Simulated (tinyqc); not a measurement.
## Scale length and barrier from the threshold roll-off

Problem. For L well above Lambda the threshold falls by 2 m sqrt(A (A + Vds)) exp(-pi L/(2 Lambda)), A being the height of the source potential over the barrier top; the two values follow this form. Find Lambda and A.

Values chosen for this exercise: long-channel body factor m = 1; drain voltage Vds = 0.5 V.

threshold lowering at L = 33 and 52 nm (mV): [39.556510, 6.3164125]

Solution. The ratio of the two values gives Lambda; the prefactor gives A (A + Vds), a quadratic with one positive root.

Lambda = 16.27 nm
A = 0.2900 V

Numbers from tinyqc (`OMP_NUM_THREADS=1 python tinyqc.py 2420070 2420071 out.jsonl`; about 0.01 s on one thread of a shared Intel Xeon 2.30GHz).
